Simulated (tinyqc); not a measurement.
Kronig-Penney superlattice by transfer matrices: one step. In a field along the axis. Two cases, with inputs chosen for the exercise.

Problem. One-band picture: ladder spacing e F d, Bloch frequency e F d/(2 pi hbar), and extent W/(e F) of a Stark state, with W the width of band 1; 1 kV/cm = 1e-5 V/angstrom.

Constants: hbar = 6.58211957e-16 eV s.

Case 1.

Values chosen (out of a larger set: near those of an InGaAs superlattice with barriers of InP; not measured data): a = 81 angstrom (well width); b = 29 angstrom (barrier width); F = 40 kV/cm (field along the axis).

Minibands:
```
band  bottom (eV)  top (eV)  width (meV)
1        0.041367  0.061790       20.424
2        0.179428  0.263069       83.642
3        0.407374  0.626243      218.870
```

Case 2.

Values chosen (out of a larger set: near those of an InGaAs superlattice with barriers of InAlAs; not measured data): a = 71 angstrom (well width); b = 24 angstrom (barrier width); F = 20 kV/cm (field along the axis).

Minibands:
```
band  bottom (eV)  top (eV)  width (meV)
1        0.072331  0.090593       18.262
2        0.294382  0.374612       80.229
3        0.644738  0.871197      226.459
```

Give: e F d; Bloch frequency; W/(e F d).

Solution.

Case 1.

e F d = 44.000 meV
Bloch frequency = 10.639 THz
W/(e F d) = 0.46 periods

Case 2.

e F d = 19.000 meV
Bloch frequency = 4.594 THz
W/(e F d) = 0.96 periods

The state is confined to about one period: the miniband has broken into a ladder of single-well levels.

Computed by tinyqc, one run a case: `OMP_NUM_THREADS=1 python tinyqc.py N N+1 out.jsonl` with N = 1281919, 1282596; one thread of a shared Intel(R) Xeon(R) Processor @ 2.30GHz, about 0.09 s a run at most.
